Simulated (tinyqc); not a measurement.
Conduction-band anticrossing with a localised impurity level: sweeps and comparisons. A value that a table varies takes the place of the one given here.

Host conduction band EM(k) = Eg - al x + c k^2/mM, c = hbar^2/2m0, coupled to a flat level EI by V = C sqrt(x): H = [[EM, V], [V, EI]], E+/- = (EM + EI)/2 +/- sqrt((EM - EI)^2/4 + V^2). The host weight of a state at E is f = 1/(1 + V^2/(E - EI)^2), and its mass at k = 0 is mM/f. The gap is E-(0), the valence top staying at 0.

Constants: hbar^2/2m0 = 3.80998211 eV angstrom^2.

Inputs chosen for the exercise (host near InP; shifted at random, so the results belong to these values and not to a real crystal):
```
symbol  value   unit     meaning
Eg      1.44    eV       gap at Gamma to the s-like level
mM      0.0803  m0       mass of the host band
EI      1.66    eV       impurity level, from the valence top of the host
C       2.33    eV       coupling
al      0.28    eV       linear shift of the host edge
x       0.0094           impurity fraction
aM      82      meV/GPa  pressure coefficient of the host edge
aI      18      meV/GPa  pressure coefficient of the level
```

## Impurity fraction

The last column is the bowing that a quadratic law would need at that x, (Eg - gap)/(x (1 - x)), with equal end gaps.

Results:
```
x (%),E- (eV),E+ (eV),gap (eV),host weight of E-,mass of E-,bowing (eV)
0.1,1.4173,1.6824,1.4173,0.916,0.0877,22.7
0.2,1.3980,1.7014,1.3980,0.863,0.0930,21.0
0.5,1.3508,1.7478,1.3508,0.779,0.1031,17.9
1.0,1.2903,1.8069,1.2903,0.716,0.1122,15.1
2.0,1.1989,1.8955,1.1989,0.662,0.1213,12.3
3.0,1.1264,1.9652,1.1264,0.636,0.1262,10.8
5.0,1.0090,2.0770,1.0090,0.610,0.1317,9.1
8.0,0.8687,2.2089,0.8687,0.590,0.1360,7.8
```

The apparent bowing falls from 22.7 to 7.8 eV, so no single constant describes the gap: the part from the coupling goes as x while V is small against |EM - EI| and as sqrt(x) beyond (V = |Eg - EI| near x = 0.89 %), with the linear term al x on top; the fall of the gap goes as the power 0.89 of x between the first two rows and 0.60 between the last two. The mass of E- goes from 0.0877 to 0.1360, higher although the gap falls, against the usual k.p trend; with al = 0 the weight tends to 1/2 at large x.

## Pressure

Eg and EI move linearly with pressure; V is kept. The slope of E- is f aM + (1 - f) aI.

Results:
```
P (GPa),EM (eV),EI (eV),E- (eV),E+ (eV),host weight of E-,slope of E- (meV/GPa)
0,1.4374,1.6600,1.2968,1.8005,0.721,64.1
1,1.5194,1.6780,1.3593,1.8381,0.666,60.6
2,1.6014,1.6960,1.4179,1.8795,0.603,56.6
3,1.6834,1.7140,1.4723,1.9251,0.534,52.2
4,1.7654,1.7320,1.5222,1.9752,0.463,47.6
5,1.8474,1.7500,1.5676,2.0298,0.395,43.3
6,1.9294,1.7680,1.6088,2.0886,0.332,39.2
7,2.0114,1.7860,1.6462,2.1511,0.277,35.7
8,2.0934,1.8040,1.6804,2.2169,0.230,32.7
```

The unmixed levels cross at 3.48 GPa, where E+ - E- has its minimum 2V = 0.452 eV and the weights are 1/2. The slope of E- falls from 64 to 33 meV/GPa, between the limits aM = 82 and aI = 18, as the state turns impurity-like. The X valleys, which pass below the Gamma edge of the host at high pressure, are left out.

## What each parameter does

At k = 0. Each row changes one parameter from the base and keeps the others.

Results:
```
case,E- (eV),E+ (eV),gap (eV),mass (m0)
base,1.2968,1.8005,1.2968,0.1114
EI = 1.61 eV,1.2819,1.7655,1.2819,0.1184
al = 0.78 eV,1.2934,1.7992,1.2934,0.1108
Eg = 1.49 eV,1.3319,1.8155,1.3319,0.1184
C = 1.9805 eV,1.3267,1.7706,1.3267,0.1070
x = 0.00799,1.3128,1.7849,1.3128,0.1092
mM = 0.06825 m0,1.2968,1.8005,1.2968,0.0947
```

The largest shifts from the base row, up to three for each result and ties (the steps differ in size, so this ranks the rows, not the parameters). E- (eV): Eg +0.0350, C +0.0299, x +0.0160; unchanged at the printed digits by mM. E+ (eV): EI -0.0350, C -0.0299, x -0.0156; unchanged at the printed digits by mM. gap (eV): Eg +0.0350, C +0.0299, x +0.0160; unchanged at the printed digits by mM. mass (m0): mM -0.0167, Eg +0.0070, EI +0.0070.

(tinyqc, `OMP_NUM_THREADS=1 python tinyqc.py 1081518 1081519 out.jsonl`, Intel(R) Xeon(R) Processor @ 2.30GHz, 1 thread, shared host, about 0.01 s.)
